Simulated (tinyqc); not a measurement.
# Changing the heater half-width b

Model: the 3-omega method: a line heater on a substrate with a thin film. Computed by tinyqc, a small Python program. Command: `OMP_NUM_THREADS=1 python tinyqc.py 3002202 3002203 out.jsonl threeomega sweep`. One thread of a shared host (Intel(R) Xeon(R) Processor @ 2.30GHz), about 0.02 s of CPU time with the checks.

A current at angular frequency omega = 2 pi f heats the line at 2 omega with the amplitude P per length; the temperature swing Delta T at 2 omega gives a voltage at 3 omega. The substrate is taken as semi-infinite and isotropic, and the heat capacity of heater and film is left out.

Inputs (values chosen for the exercise, modelled on a silicon-germanium alloy on indium phosphide):
```
quantity                                    value           unit
substrate conductivity kappa                   67        W/(m K)
substrate heat capacity C                    1.51  1e6 J/(m^3 K)
power amplitude per length P                    8            W/m
current frequency f                           620             Hz
film thickness t                              220             nm
film conductivity kappa_f                     4.3        W/(m K)
interface resistance R_i                      9.2       m^2 K/GW
substrate thickness d_s                       525     micrometre
temperature coefficient of resistance beta    2.4         1e-3/K
voltage amplitude V_1                         2.5              V
```

Method:
- D = kappa/C; q = sqrt(2 i omega/D); penetration depth 1/|q| = sqrt(D/(2 omega)).
- Delta T_s = (P/(pi kappa)) int_0^infinity (sin x/x)^2 / sqrt(x^2 + (q b)^2) dx with (q b)^2 = i |q b|^2, averaged over the heater width (12 Gauss-Legendre points on each of the pieces 0, 14 log-spaced edges from 1e-5 to 1, and multiples of pi to 40 pi; the tail adds 1/(4 (40 pi)^2)).
- For |q| b much below 1: Delta T_s = (P/(pi kappa)) [-ln(|q| b) + eta - i pi/4], eta = 3/2 - C_E = 0.92278, with Euler's C_E = 0.5772157.
- One-dimensional flow across the film: Delta T_f = P (t/kappa_f + R_i)/(2 b); total in-phase swing Delta T = Delta T_s + Delta T_f; third-harmonic amplitude V_3 = V_1 beta |Delta T|/2 with the out-of-phase part included; the apparent film conductivity is t/(t/kappa_f + R_i).
- Take the in-phase swing at f and at 2f; in the narrow-line limit kappa = P ln 2/(2 pi [Delta T(f) - Delta T(2f)]), whatever the film and the heater width.

One run for each value; columns: (1) heater half-width b (micrometre); (2) error of the slope method (%); (3) in-phase Delta T_s (K); (4) Delta T_f (K); (5) film share of the in-phase swing; (6) |q| b:
```
(1)           (2)      (3)      (4)      (5)     (6)
0.50   1.6578e-03  0.22575  0.48290  0.68144  0.0066
0.94   5.8586e-03  0.20176  0.25686  0.56008  0.0125
1.80   2.1471e-02  0.17707  0.13414  0.43103  0.0239
3.40   7.6491e-02  0.15290  0.07102  0.31715  0.0451
6.30   2.6159e-01  0.12948  0.03833  0.22839  0.0835
12.00  9.3913e-01  0.10508  0.02012  0.16070  0.1590
22.00  3.0867e+00  0.08233  0.01098  0.11762  0.2915
42.00  1.0741e+01  0.05877  0.00575  0.08910  0.5565
80.00  3.6158e+01  0.03742  0.00302  0.07463  1.0601
```

Describe and explain the trends.

Over the rows, error of the slope method (%) rises from 0.00166 to 36.2 (exponent d ln y / d ln x 2.0 between the first rows and 1.9 between the last); in-phase Delta T_s (K) falls from 0.226 to 0.0374 (exponent d ln y / d ln x -0.18 between the first rows and -0.70 between the last); Delta T_f (K) falls from 0.483 to 0.00302 (exponent d ln y / d ln x about -1.0 throughout). The exponent of Delta T_f stays at -1: the flux is P/(2b). Narrow heaters keep the slope method exact and raise the film signal as 1/b, while the substrate signal changes only as ln b as long as |q| b is well below 1.

Caution (rows 0.500): the film is not thin against the heater width, so heat spreads sideways in it and the one-dimensional step fails.
